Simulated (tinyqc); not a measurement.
Optical gain and spontaneous emission in a bulk direct-gap semiconductor: one step. Quasi-Fermi levels. Three cases, with inputs chosen for the exercise.

Question. Solve for Fc and Fv.

F_j(eta) = (1/Gamma(j + 1)) integral_0^infinity x^j dx/(1 + exp(x - eta)), which tends to exp(eta) for eta << 0.

Quasi-Fermi levels: n = Nc F_1/2(Fc/kT) and p = Nv F_1/2(Fv/kT), Fc counted up from the conduction edge and Fv down from the valence edge; Nc, Nv from N = 2 (m kB T/(4 pi c))^(3/2) with c = hbar^2/2m0, in 1/angstrom^3; times 1e24 for 1/cm^3, with me and (mhh^(3/2) + mlh^(3/2))^(2/3).

Constants: hbar^2/2m0 = 3.80998211 eV angstrom^2; kB = 8.617333262e-05 eV/K.

Give: kT; Nc; Nv; Fc; Fv; Fc + Fv.

Case 1.

Values chosen (near those of GaAs; not measured data):
- me = 0.0687 m0 (electron mass)
- mhh = 0.476 m0 (heavy-hole mass)
- mlh = 0.0815 m0 (light-hole mass)
- n = 4.3e+18 1/cm^3 (injected density, n = p)
- T = 300 K

Answer.

kT = 0.025852 eV
Nc = 4.519e+17 1/cm^3
Nv = 8.825e+18 1/cm^3
Fc = 0.1362 eV
Fv = -0.0142 eV
Fc + Fv = 0.1220 eV

Case 2.

Values chosen (near those of InP; not measured data):
- me = 0.0785 m0 (electron mass)
- mhh = 0.626 m0 (heavy-hole mass)
- mlh = 0.0909 m0 (light-hole mass)
- n = 3e+18 1/cm^3 (injected density, n = p)
- T = 400 K

Answer.

kT = 0.034469 eV
Nc = 8.497e+17 1/cm^3
Nv = 2.019e+19 1/cm^3
Fc = 0.0846 eV
Fv = -0.0639 eV
Fc + Fv = 0.0207 eV

Case 3.

Values chosen (near those of InGaAs; not measured data):
- me = 0.0414 m0 (electron mass)
- mhh = 0.462 m0 (heavy-hole mass)
- mlh = 0.0517 m0 (light-hole mass)
- n = 3.3e+18 1/cm^3 (injected density, n = p)
- T = 400 K

Answer.

kT = 0.034469 eV
Nc = 3.254e+17 1/cm^3
Nv = 1.259e+19 1/cm^3
Fc = 0.1899 eV
Fv = -0.0430 eV
Fc + Fv = 0.1470 eV

The separation of the quasi-Fermi levels exceeds the gap, so photons between Eg and Eg + (Fc + Fv) see gain. The quasi-Fermi level of the electrons lies inside the band, that of the holes in the gap.

Computed by tinyqc, one run a case: `OMP_NUM_THREADS=1 python tinyqc.py N N+1 out.jsonl` with N = 1651717, 1651796, 1651832; one thread of a shared Intel(R) Xeon(R) Processor @ 2.30GHz, about 0.1 s a run at most.
